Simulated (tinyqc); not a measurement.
Screening of the starting offset: band offset of a heterojunction with an interface dipole (two-band chains, self-consistent charge).

Sites alternate A, C. Left: A at -G1/2, C at +G1/2, hopping -t1; right: A at D - G2/2, C at D + G2/2, hopping -t2; the bonds across the two interfaces of a ring (C left to A right, C right to A left) have -sqrt(t1 t2). D is the offset of the mid-gaps, so Ev(right) - Ev(left) = D - (G2 - G1)/2 and Ec(right) - Ec(left) = D + (G2 - G1)/2. The closing bond has its sign reversed (antiperiodic ring). Half the levels are filled with two electrons each. The charge moved is q = (electrons on the left) less one a site; the mean over the two interfaces, q/2, is taken as the charge that crosses each, and its dipole opposes the offset: D = D0 - u q/2.

From here on the ring has 24 cells a side.

Parameters, chosen for this exercise (gaps near those of Si and GaP; the chains and D0 are free models, so the offsets are not those of the real pair; the results hold for these values, not for the real material): G1 = 1.11 eV (gap on the left); G2 = 2.33 eV (gap on the right); t1 = 2.6 eV (hopping on the left); t2 = 2.46 eV (hopping on the right); u = 3.5 eV (potential step per electron moved across).

chi = 0.313924 1/eV

D0 is varied; the self-consistent D is found by bisection. chi = dq/dD at D = 0; the linear rule is D = S D0 with S = 1/(1 + u chi/2). The gap of the junction closes (type III) at |D| = (G1 + G2)/2.

Against D0:
```
2 D0/(G1 + G2)  D0 (eV)  q at D0   D (eV)    D/D0  linear (eV)
-0.85            -1.462  -0.5396  -0.9239  0.6319      -0.9436
-0.30            -0.516  -0.1649  -0.3322  0.6437      -0.3330
-0.15            -0.258  -0.0814  -0.1664  0.6450      -0.1665
0.10              0.172   0.0541   0.1110  0.6452       0.1110
0.25              0.430   0.1367   0.2770  0.6443       0.2775
0.50              0.860   0.2839   0.5511  0.6408       0.5551
0.80              1.376   0.4966   0.8717  0.6335       0.8881
0.95              1.634   0.6413   1.0271  0.6286       1.0546
```

Give the missing row, 2 D0/(G1 + G2) = -0.55, D0 (eV) = -0.946.

Computed row:
```
2 D0/(G1 + G2)  D0 (eV)  q at D0   D (eV)    D/D0  linear (eV)
-0.55            -0.946  -0.3158  -0.6052  0.6398      -0.6106
```

D/D0 lies between 0.629 and 0.645, against S = 0.645 from chi at D = 0; the linear rule misses by at most 28 meV. q is odd in D. Less than half of the starting offset is screened, so the natural line-up still counts most.

Computed by tinyqc, a small Python program: `OMP_NUM_THREADS=1 python tinyqc.py 1452537 1452538 out.jsonl` (the numbers bound the seed that draws the inputs); one thread of a shared host (Intel(R) Xeon(R) Processor @ 2.30GHz), about 0.5 s for the whole set of steps.
